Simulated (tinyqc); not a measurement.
# From one set of inputs to another, one input at a time

Model: sheet resistance and Hall data of a diffused or implanted layer. Computed by tinyqc, a small Python program. Command: `OMP_NUM_THREADS=1 python tinyqc.py 3004536 3004537 out.jsonl layer ladder`. One thread of a shared host (Intel(R) Xeon(R) Processor @ 2.30GHz), about 0.01 s of CPU time with the checks.

Carriers are taken equal to the net active doping down to the junction (full ionisation, which deep dopants in wide-gap hosts do not reach; no spill-over, no depletion), and the Hall factor is 1.

The inputs printed are set A. Set A is modelled on phosphorus in silicon; the values taken over come from a set modelled on boron in silicon. Inputs not listed in the table keep their values of set A, so the rows need not describe a real material.

Inputs (values chosen for the exercise, modelled on phosphorus in silicon):
```
quantity                                 value        unit
mu_min                                    71.9  cm^2/(V s)
mu_max                                    1380  cm^2/(V s)
N_ref                                  9.6e+16      1/cm^3
exponent alpha                            0.72           -
peak concentration N_0                 9.9e+20      1/cm^3
length scale l                              16          nm
background doping N_B (opposite type)  5.5e+16      1/cm^3
solubility limit N_s                   3.1e+20      1/cm^3
```

Profile: box. Activation: limited by solubility.

Constants: e = 1.602176634e-19 C.

Method:
- N(x) = N_0 down to x_j = l, dose N_0 l.
- Mobility mu = mu_min + (mu_max - mu_min)/(1 + (N_t/N_ref)^alpha), N_t = active doping + N_B; carriers n = active doping - N_B, active doping min(N, N_s).
- Integrals from x_0 (0 unless stated) to x_j by the midpoint rule on 400 even intervals: 1/R_s = e int n mu dx; sheet density n_s = int n dx; Hall sheet density (int n mu dx)^2/int n mu^2 dx; Hall mobility int n mu^2 dx/int n mu dx.
- Mean conductivity 1/(R_s x_j); mean mobility 1/(e n_s R_s).

Each row keeps all changes above it:
```
input moved                                        from       to  junction depth x_j (nm)  Hall sheet density (1/cm^2)  mean conductivity 1/(R_s x_j) (S/cm)
set A                                                 -        -                       16                   4.9591e+14                                3763.1
N_ref (1/cm^3)                                  9.6e+16  2.2e+17                       16                   4.9591e+14                                3919.6
solubility limit N_s (1/cm^3)                   3.1e+20  2.1e+20                       16                   3.3591e+14                                2731.0
background doping N_B (opposite type) (1/cm^3)  5.5e+16  8.9e+14                       16                   3.3600e+14                                2731.7
length scale l (nm)                                  16      450                      450                   9.4500e+15                                2731.7
mu_min (cm^2/(V s))                                71.9     46.5                      450                   9.4500e+15                                1883.2
peak concentration N_0 (1/cm^3)                 9.9e+20    1e+21                      450                   9.4500e+15                                1883.2
mu_max (cm^2/(V s))                                1380      479                      450                   9.4500e+15                                1667.9
```

Where does the difference come from?

Junction depth x_j goes from 16.0 to 450, a factor 28.1 in all. The largest single move comes from length scale l (a factor 28.1). Hall sheet density goes from 4.96e14 to 9.45e15, a factor 19.1 in all. The largest single move comes from length scale l (a factor 28.1), and solubility limit N_s works against it (a factor 0.677). Mean conductivity 1/(R_s x_j) goes from 3760 to 1670, a factor 0.443 in all. The largest single move comes from mu_min (a factor 0.689), and N_ref works against it (a factor 1.04). The single moves hold for this order of the switches; the total does not depend on the order.

Extremes, crossings and ranges named in words are read from the listed rows.
